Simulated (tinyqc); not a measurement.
Van der Pauw, Hall and four-point-probe measurements on a doped layer: one step of the calculation.

A uniform n-type layer with sheet resistance Rs = 1/(q ns mu), point contacts, low field (mu B small).

Question. Sheet density, mobility and bulk values. Rs = 1/z; Hall sheet density B I/(q |VH|); Hall mobility |VH|/(Rs B I); true values ns = rH times the Hall density, mu = Hall mobility/rH; bulk density ns/t, resistivity Rs t; correction factor F = Rs/[(pi/ln 2)(RA + RB)/2].

Inputs (values chosen for the exercise): Hall factor rH = 0.8; magnetic field B = 0.3 T; current I = 50 uA; thickness of the layer t = 93 nm.

Constants: q = 1.602176634e-19 C. Results are converted to the units shown.

converged z = 5.1269652 mS
VH = -0.046811318 mV
RA = 3.0666398 ohm
RB = 188.27560 ohm

Give: Rs; Hall sheet density; Hall mobility; ns; mu; bulk density; resistivity; F.

Answer.

Rs = 195.05 ohm/square
Hall sheet density = 2.0000e14 cm^-2
Hall mobility = 160.00 cm^2/(V s)
ns = 1.6000e14 cm^-2
mu = 200.00 cm^2/(V s)
bulk density = 1.7204e19 cm^-3
resistivity = 0.0018139 ohm cm
F = 0.44982

tinyqc, about 0.01 s, one thread, Intel Xeon 2.30GHz (shared host): `OMP_NUM_THREADS=1 python tinyqc.py 2850109 2850110 out.jsonl`
